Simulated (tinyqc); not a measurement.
Strain, valley repopulation and piezoresistance in a many-valley conduction band: one step, computed by the program tinyqc. Command: `OMP_NUM_THREADS=1 python tinyqc.py 3005657 3005658 out.jsonl valleys walk`. One thread of a shared host (Intel(R) Xeon(R) Processor @ 2.30GHz), about 0.02 s of CPU time with the checks.

Valleys are ellipsoids with mass m_l along the axis a and m_t across it, parabolic, with one constant relaxation time; strain shifts the valleys and leaves the masses alone. Currents are taken along [110], along the load, and along [001], across the load.

Problem. Valley shifts. Herring-Vogt shift of a valley with unit axis a: dE = Xi_d tr(e) + Xi_u a.e.a.

Inputs (values chosen for the exercise, modelled on silicon): shear deformation potential Xi_u = 9.23 eV; dilation deformation potential Xi_d = 1.1 eV.

Valley axes: <100> (6 valleys in 3 pairs). Load: uniaxial [110].

strain tensor (%):
```
,x,y,z
x,0.3851847,0.4396985,0.0000000
y,0.4396985,0.3851847,0.0000000
z,0.0000000,0.0000000,-0.2970766
```

Constants: k_B = 8.617333262e-05 eV/K.

Give: shifts dE; splitting (highest minus lowest).

Solution.

shifts dE (meV): x 40.759, y 40.759, z -22.214

splitting (highest minus lowest) = 62.973 meV

Caution: shear strain also changes the transverse masses of <100> valleys, which this model leaves out.
